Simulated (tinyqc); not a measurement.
Four-point probe, van der Pauw, Hall and spreading-resistance readings of a semiconductor layer: one step, computed by the program tinyqc.

The layer is uniform and ohmic; contacts are points unless a radius is given.

Question. Four-point voltage. Collinear probes with equal spacing on a layer with conducting backing: images at depth 2 m t give V = (rho I/(2 pi s)) G, G = 1 + 4 sum_(m>=1) (-1)^m [1/sqrt(1 + (2 m u)^2) - 1/sqrt(4 + (2 m u)^2)], u = t/s; the sum runs to m = 20000, with the last term halved. Limits: thick, rho = 2 pi s V/I; thin on an insulator, rho = (pi/ln 2) t V/I.

Inputs (values chosen for the exercise, modelled on n-type silicon): layer thickness t = 280 micrometre; probe spacing s = 1.588 mm; current I = 0.4 mA.

Backing of the layer: conducting.

resistivity rho = 1.019022 ohm cm

Give: t/s; G; voltage V; rho by the thick formula; rho by the thin formula.

Answer.

t/s = 0.1763

G = 0.001271

voltage V = 5.192e-04 mV

rho by the thick formula = 0.001295 ohm cm

rho by the thin formula = 1.647e-04 ohm cm

The thick formula is off by -99.9 % and the thin one by -100.0 %. A conducting backing shunts the current, so V lies below the thick value.
